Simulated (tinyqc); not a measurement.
Planar ballistic transistor, top-of-the-barrier model: course of the iteration: self-consistent potential at the barrier top.

At the top of the source barrier, states moving towards the drain are filled by the source (Fermi level 0) and states moving back by the drain (Fermi level -q Vd); nothing scatters. U is the shift of the band edge there, set by the capacitances CG, CD and CS (the total) and by the charge. Parabolic two-dimensional band; the source is grounded.

eta1 = -(E0 + U)/Vt, eta2 = eta1 - Vd/Vt, n = (N0/2)[F_0(eta1) + F_0(eta2)], F_0(x) = ln(1 + exp x). U(out) = UL + q (n - n0)/CS. U(new) = U(out).

Stop when U changes by less than 1e-9 eV, or after 25 iterations.

Values chosen for this exercise; mass and valleys close to those of gallium nitride: temperature T = 300 K; band edge at the barrier top above the source Fermi level at zero bias E0 = 0.27 eV; drain voltage Vd = 0.2 V.

Constants: q = 1.602176634e-19 C, kB = 1.380649e-23 J/K, Vt = kB T/q. Results are converted to the units shown.

U at the start (U = UL) = -0.3418 eV
N0 = 2.24623e12 cm^-2
CS = 1.01503 uF/cm^2
n0 = 6.54106e7 cm^-2
UL = -0.3418 eV

Course of the iteration:

| iteration | U (eV) | \|change\| (eV) |
|---|---|---|
| 1 | 0.162492 | 0.504 |
| 2 | -0.341810 | 0.504 |
| 3 | 0.162559 | 0.504 |
| 4 | -0.341810 | 0.504 |
| 5 | 0.162559 | 0.504 |
| 6 | -0.341810 | 0.504 |
| 7 | 0.162559 | 0.504 |
| 8 | -0.341810 | 0.504 |
| 9 | 0.162559 | 0.504 |
| ... | ... | ... |
| 17 | 0.162559 | 0.504 |
| 18 | -0.341810 | 0.504 |
| 19 | 0.162559 | 0.504 |
| 20 | -0.341810 | 0.504 |
| 21 | 0.162559 | 0.504 |
| 22 | -0.341810 | 0.504 |
| 23 | 0.162559 | 0.504 |
| 24 | -0.341810 | 0.504 |
| 25 | 0.162559 | 0.504 |

Did this iteration meet its convergence test, and what does its course show?

No. Not converged within 25 iterations. The value swings between -0.3418 and 0.1626 for good. At the solution, U = -0.2573 eV, the quantum capacitance is 2.60 times CS, and dU(out)/dU = -CQ/CS: its size exceeds one, so plain substitution overshoots further each time near the root. A rerun with Newton steps converges in 6 iterations.

Computed by the program tinyqc: `OMP_NUM_THREADS=1 python tinyqc.py 2400157 2400158 out.jsonl`, one thread of a shared Intel Xeon 2.30GHz, about 0.01 s for the whole run.
